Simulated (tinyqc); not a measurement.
## Capacitance measurement on a leaky thin oxide: effects of series resistance and leakage: readings against frequency

The device is a capacitance C in parallel with a leakage conductance G, in series with Rs and Ls. An impedance meter reports either a parallel pair (Cp, Gp) from Y = 1/Z = Gp + i w Cp or a series pair (Cs, Rm) from Z = Rm + 1/(i w Cs); w = 2 pi f, dissipation D = Gp/(w |Cp|).

EOT = 3.9 tox/eox; CET = EOT + zc + zp; C = 3.9 eps0 A/CET; G = Jg A/Vs. Z = Rs + i w Ls + 1/(G + i w C); CET read from Cp = 3.9 eps0 A/Cp; errors under 0.001 % are printed as 0.

Values chosen for this exercise; values of the order met in thin-oxide MOS capacitors: relative permittivity of the gate insulator (close to zirconium oxide) eox = 25.4; insulator thickness tox = 10 nm; gate area A = 100 um^2; oxide-equivalent thickness added by the accumulation layer zc = 0.37 nm; oxide-equivalent thickness added by gate depletion zp = 0 nm; gate leakage current density, not matched to the thickness Jg = 0.00037 A/cm^2; voltage for an e-fold rise of the leakage Vs = 0.31 V; series resistance Rs = 17 ohm; series inductance Ls = 0 nH.

Constants: eps0 = 8.8541878128e-14 F/cm where lengths are in cm. Results are converted to the units shown.

The same in every row: C (pF) = 1.8123.

Results:

| f (Hz) | Cp (pF) | Cs (pF) | D | error of Cp (%) | error of Cs (%) | CET read from Cp (nm) |
|---|---|---|---|---|---|---|
| 1000 | 1.8123 | 1.8322 | 0.10482 | 0 | 1.10 | 1.9054 |
| 3000 | 1.8123 | 1.8145 | 0.034940 | 0 | 0.122 | 1.9054 |
| 10000 | 1.8123 | 1.8125 | 0.010484 | 0 | 0.0110 | 1.9054 |
| 30000 | 1.8123 | 1.8123 | 0.0034998 | 0 | 1.22e-3 | 1.9054 |
| 1e5 | 1.8123 | 1.8123 | 0.0010675 | 0 | 0 | 1.9054 |
| 1e6 | 1.8123 | 1.8123 | 2.9839e-4 | 0 | 0 | 1.9054 |
| 3e6 | 1.8123 | 1.8123 | 6.1566e-4 | 0 | 0 | 1.9054 |
| 1e7 | 1.8122 | 1.8123 | 0.0019462 | 0 | 0 | 1.9054 |
| 3e7 | 1.8122 | 1.8123 | 0.0058107 | -3.38e-3 | 0 | 1.9055 |

Estimate the missing row, f = 3e5 Hz.

Computed row:

| f (Hz) | Cp (pF) | Cs (pF) | D | error of Cp (%) | error of Cs (%) | CET read from Cp (nm) |
|---|---|---|---|---|---|---|
| 3e5 | 1.8123 | 1.8123 | 4.0747e-4 | 0 | 0 | 1.9054 |

With this row back in the table: D goes from 0.105 through a minimum of 2.98e-4 (at f = 1e6 Hz among the rows listed) to 0.00581; without inductance its minimum lies at f = sqrt(G (1 + G Rs)/Rs)/(2 pi C) = 7.36e5 Hz. The error of Cp goes from 0 to -0.00338 % and that of Cs from 1.10 to 0 %; at low frequency Cp tends to C/(1 + G Rs)^2 and Cs grows as 1 + (G/(w C))^2. One of the two readings is within 2 % of C for f = 1000, 3000, 10000, 30000, 1e5, 3e5, 1e6, 3e6, 1e7, 3e7 Hz.

Program tinyqc, `OMP_NUM_THREADS=1 python tinyqc.py 2022044 2022045 out.jsonl`; Intel Xeon 2.30GHz, shared host, one thread, about 0.01 s.
